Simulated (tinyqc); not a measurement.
# Polycrystalline film, grain-boundary barriers (Seto model), step by step

Program tinyqc, `OMP_NUM_THREADS=1 python tinyqc.py 2610144 2610145 out.jsonl`; Intel Xeon 2.30GHz, shared host, one thread, about 0.01 s. Printed values are rounded.

One-dimensional grains of size Lg with donors N; each boundary has Qt acceptor-like traps per area at one level Et below the band edge. Trapped electrons qt deplete a width w = qt/N (both sides together) and raise a barrier Vb = q N w^2/(8 eps0 eps_r). Current crosses the barriers by thermionic emission at small bias. Abrupt depletion, full ionisation, Boltzmann statistics.

Values chosen for this exercise; values close to those of polycrystalline silicon:
```
symbol,value,unit,meaning
T,250,K,temperature
eps_r,11.7,,relative permittivity of the semiconductor
Lg,80,nm,grain size
Qt,3.6e12,cm^-2,trap density at a boundary
N,3.7e17,cm^-3,donor density
mg,260,cm^2/(V s),mobility inside a grain
vc,7.3e6,cm/s,collection velocity at the barrier
Nc,2.13e19,cm^-3,conduction-band density of states at T
Et,0.5,eV,trap level below the band edge
```

Constants: q = 1.602176634e-19 C, kB = 1.380649e-23 J/K, Vt = kB T/q, eps0 = 8.8541878128e-14 F/cm where lengths are in cm. Results are converted to the units shown.

## Critical doping and limits of the barrier

N* = Qt/Lg; fully depleted grains have Vb = q N Lg^2/(8 eps0 eps_r), filled traps Vb = q Qt^2/(8 eps0 eps_r N); the true barrier cannot exceed the smaller.

N* = 4.5e17 cm^-3
Vb, fully depleted = 0.457791 V
Vb, traps filled = 0.677157 V

## Iteration 1: trapped charge

qt at the start = 2.5e12 cm^-2

w = qt/N, Vb = q N w^2/(8 eps0 eps_r), out = Qt/(1 + 2 (Nc/N) exp((Vb - Et)/Vt)); qt(new) = qt + 0.12 (out - qt).

w = 67.5676 nm
Vb = 0.326561 V
out = 3.47251e12 cm^-2
qt after iteration 1 = 2.61670e12 cm^-2

## Iteration 2: trapped charge

As before.

w = 70.7217 nm
Vb = 0.357761 V
out = 3.11355e12 cm^-2
qt after iteration 2 = 2.67632e12 cm^-2

## Course of the iteration: trapped charge

Stop when qt changes by less than 10000 cm^-2, or after 60 iterations.

Course of the iteration:

| iteration | qt (cm^-2) | \|change\| (cm^-2) |
|---|---|---|
| 1 | 2.61670e12 | 1.17e11 |
| 2 | 2.67632e12 | 5.96e10 |
| 3 | 2.67855e12 | 2.22e9 |
| 4 | 2.67814e12 | 4.08e8 |
| 5 | 2.67822e12 | 7.75e7 |
| 6 | 2.67820e12 | 1.46e7 |
| 7 | 2.67820e12 | 2.77e6 |
| 8 | 2.67820e12 | 5.24e5 |
| 9 | 2.67820e12 | 9.90e4 |
| 10 | 2.67820e12 | 1.87e4 |
| 11 | 2.67820e12 | 3540 |

Converged in 11 iterations. At the end each change is about 0.19 times the one before, with alternating sign: linear convergence.

## Barrier, resistivity and effective mobility

Partly depleted grains: the density at the grain centre is n0 = N and qt = Qt/(1 + 2 (Nc/N) exp((Vb - Et)/Vt)). If that gives qt >= N Lg, the grains are fully depleted: qt = N Lg, w = Lg and n0 = 2 Nc exp((Vb - Et)/Vt)/(Qt/(N Lg) - 1). Resistivity: barriers rb = Vt exp(Vb/Vt)/(q n0 vc Lg), grain interior rg = (1 - w/Lg)/(q mg N); effective mobility 1/(q N (rb + rg)).

qt = 2.67820e12 cm^-2
w = 72.3839 nm
Vb = 0.374775 V
n0 = 3.7e17 cm^-3
rb = 2.23423e5 ohm cm
rg = 0.00617674 ohm cm
effective mobility = 7.55022e-5 cm^2/(V s)

The grains are partly depleted, 74.4 % of the traps are filled and the barriers give 100 % of the resistivity.
